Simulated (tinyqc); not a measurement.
True capacitance, leakage and series resistance from two frequencies.

Question. A capacitance C in parallel with G and in series with Rs is measured as Cp and D = Gp/(w Cp) at two frequencies. The series reading Cs = Cp (1 + D^2) equals C + G^2/(w^2 C), and Re Z = D/(w Cp (1 + D^2)) = Rs + G/(G^2 + w^2 C^2). Find C, G and Rs.

f (Hz): [10000, 30000]
Cp (pF): [6.28017882, 6.28017851]
D: [1.17804957, 0.392893681]

Answer. w^2 Cs = w^2 C + G^2/C is a straight line in w^2 with slope C; the intercept gives G, and the real part then gives Rs.

C = 6.28 pF
G = 0.465 uS
Rs = 200 ohm

Computed by the program tinyqc: `OMP_NUM_THREADS=1 python tinyqc.py 2022198 2022199 out.jsonl`, one thread of a shared Intel Xeon 2.30GHz, about 0.01 s for the whole run.
